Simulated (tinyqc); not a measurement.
Cooling rate: nucleation and growth of vacancy voids in a cooling silicon-like crystal. Computed by tinyqc, a small Python program. Command: `OMP_NUM_THREADS=1 python tinyqc.py 3015931 3015932 out.jsonl voids walk`. One thread of a shared host (Intel(R) Xeon(R) Processor @ 2.30GHz), about 0.8 s of CPU time with the checks.

Spherical voids; vacancies are lost only to voids.

Inputs (values chosen for the exercise, close to those used for silicon):
```
quantity                                    value    unit
vacancy density at the melting point C_m  6.9e+14  1/cm^3
formation energy E_f                         4.18      eV
melting point T_m                            1685       K
diffusion prefactor D0                     0.0011  cm^2/s
migration energy E_m                         0.49      eV
site density rho                            5e+22  1/cm^3
void surface energy gamma                   0.884   J/m^2
cooling rate q                               0.63   K/min
ratio (V/G)/xi_c                             1.55       -
limit of the excess at high V/G           2.5e+14  1/cm^3
temperature step                            0.125       K
```

Vacancy supply: from V/G.

Constants: k_B = 8.617333262e-05 eV/K; k_B = 1.380649e-23 J/K.

Method:
- C = C_x (u - 1)/(u + 0.2) with u = (V/G)/xi_c, a form chosen for the exercise.
- C_e = C_m exp[-(E_f/k_B)(1/T - 1/T_m)]; D = D0 exp(-E_m/(k_B T)); f = k_B T ln(C/C_e); r* = 2 gamma/(rho f); W* = 16 pi gamma^3/(3 rho^2 f^2); Z = f/sqrt(12 pi W* k_B T); I = rho Z (4 pi r* D C) exp(-W*/(k_B T)).
- March down from 1500 K in steps dT, dt = dT/q, with values at the upper end of each step: a class of I dt voids is born with r*; then all classes grow by r^2 += 2 D (C - C_e) dt/rho; C falls by the vacancies added to voids. Stop at 1150 K. T_n is the T of the largest I, N the final count (classes under 1e-6 /cm^3 are dropped), and the mean radius the number average.

initial excess C = 7.85714e+13 1/cm^3

At fixed C:
```
q (K/min)  T_n (K)  N (1/cm^3)  mean radius (nm)
0.063      1411.75  1.7216e+04            277.79
0.160      1408.25  6.8254e+04            175.44
0.320      1405.50  1.9008e+05            124.65
0.630      1402.75  5.1711e+05             89.25
1.300      1399.50  1.5077e+06             62.45
2.500      1396.50  3.9608e+06             45.24
6.300      1392.00  1.5505e+07             28.68
```

What follows from these numbers?

Over the rows N goes as q^1.48 and the radius as q^-0.49, near the 3/2 and -1/2 of the scaling argument (depletion time 1/(4 pi N r D) equal to the time in the nucleation range, at fixed N r^3). T_n drops only 20 K for a factor 100 in q. Fast cooling gives many small voids, which an anneal can dissolve.

Extremes, crossings and ranges named in words are read from the listed rows.
